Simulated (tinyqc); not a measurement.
Isochronal anneals: hydrogen passivation and dissociation of interface defects with a spread of activation energies. Computed by tinyqc, a small Python program. Command: `OMP_NUM_THREADS=1 python tinyqc.py 3024639 3024640 out.jsonl passivation walk`. One thread of a shared host (Intel(R) Xeon(R) Processor @ 2.30GHz), about 0.01 s of CPU time with the checks.

Active defects P react as P + H2 -> HP + H and HP -> P + H; released atomic hydrogen is removed. All defects start active. Activation energies are normally distributed, independently for the two reactions.

Inputs (values chosen for the exercise, for a model interface):
```
quantity                        value    unit
mean passivation energy E_f      1.52      eV
spread s_f                       0.07      eV
prefactor k_f0                8.1e-08  cm^3/s
mean dissociation energy E_d     2.87      eV
spread s_d                      0.098      eV
prefactor k_d0                1.5e+13     1/s
dissolved hydrogen [H2]       2.9e+16   cm^-3
anneal time t                     130       s
```

Ambient: hydrogen.

Constants: k_B = 8.617333262e-05 eV/K.

Method. a = k_f0 [H2] exp(-E_f/k_B T), b = k_d0 exp(-E_d/k_B T); the active share of one kind of site is b/(a + b) + (a/(a + b)) exp(-(a + b) t). Full average: z from -5 to 5 in steps of 0.125 with normalised weights exp(-z^2/2), energy = mean + spread x z, over both energies.

Same time, other temperatures:
```
T (K)     a (1/s)     b (1/s)  active share, single energy  active share, spread
450    2.2265e-08  1.0802e-19                   1.0000e+00            9.9999e-01
525    6.0190e-06  4.2199e-15                   9.9922e-01            9.9744e-01
600    4.0128e-04  1.1726e-11                   9.4917e-01            8.9839e-01
675    1.0521e-02  5.5937e-09                   2.5469e-01            3.1646e-01
750    1.4353e-01  7.7721e-07                   5.4230e-06            9.0152e-03
825    1.2175e+00  4.4032e-05                   3.6165e-05            1.5917e-04
900    7.2320e+00  1.2729e-03                   1.7598e-04            5.8402e-04
975    3.2659e+01  2.1931e-02                   6.7106e-04            1.8506e-03
1050   1.1891e+02  2.5159e-01                   2.1114e-03            4.9939e-03
1125   3.6440e+02  2.0848e+00                   5.6885e-03            1.1776e-02
```

What follows from these numbers?

The active share is lowest, 1.59e-4, at 825 K of those listed: below, passivation is too slow for this time, and above, dissociation competes. A single energy would promise 5.42e-6 (at 750 K), so among these rows the spread raises the floor by a factor 29.

Extremes, crossings and ranges named in words are read from the listed rows.
